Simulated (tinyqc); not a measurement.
Worked calculation: one-electron ion in a basis of Gaussians. One step of it, computed by the program tinyqc.

Task: Generalised eigenproblem. Solve H C = S C e through S^(-1/2); each column has its largest component positive (the first on a tie).

H = T + V (hartree):
```
,1,2,3,4
1,-0.087052,-0.080648,-0.048435,-0.022556
2,-0.080648,-0.113157,-0.102738,-0.073554
3,-0.048435,-0.102738,-0.026823,-0.013283
4,-0.022556,-0.073554,-0.013283,0.626844
```

S:
```
,1,2,3,4
1,1.000000,0.617326,0.190356,0.043751
2,0.617326,1.000000,0.617418,0.190447
3,0.190356,0.617418,1.000000,0.617520
4,0.043751,0.190447,0.617520,1.000000
```

Give: eigenvalues of S; eigenvalues; coefficients.

Result:

eigenvalues of S: 0.1550  0.4733  1.1838  2.1878

eigenvalues (hartree): -0.1247  -0.0516  0.1327  1.1397

coefficients:
```
,1,2,3,4
1,0.2249,1.1945,-0.5595,-0.1803
2,0.6954,-0.7187,1.3424,0.5539
3,0.2181,-0.1739,-1.2883,-1.1716
4,0.0327,-0.0270,-0.0119,1.3498
```

For Z = 1 and l = 1 the exact lowest level is -Z^2/(2 n^2) with n = l + 1: -0.125000 hartree.
